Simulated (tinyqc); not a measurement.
## Permittivity and interface capacitance from two thicknesses

Inverse problem. 1/C = t/(eps0 ek) + 2/ci for planar capacitors that differ only in thickness. Find ek, ci and the EOT of the interfaces, 2 x 3.9 eps0/ci.

Constants: eps0 = 8.8541878128e-14 F/cm where lengths are in cm. Results are converted to the units shown.

C at t = 7.8 and 23 nm (uF/cm^2): [9.0724777, 3.1140958]

Solution. 1/C is a straight line in t: the slope gives ek and the intercept 2/ci. A single thickness would give only the effective permittivity; when the interfaces are a small part of 1/C, ci needs very accurate data.

ek = 81.4
ci = 1.00e3 uF/cm^2
EOT of the interfaces = 0.00691 nm

Computed by the program tinyqc: `OMP_NUM_THREADS=1 python tinyqc.py 2102115 2102116 out.jsonl`, one thread of a shared Intel Xeon 2.30GHz, about 0.01 s for the whole run.
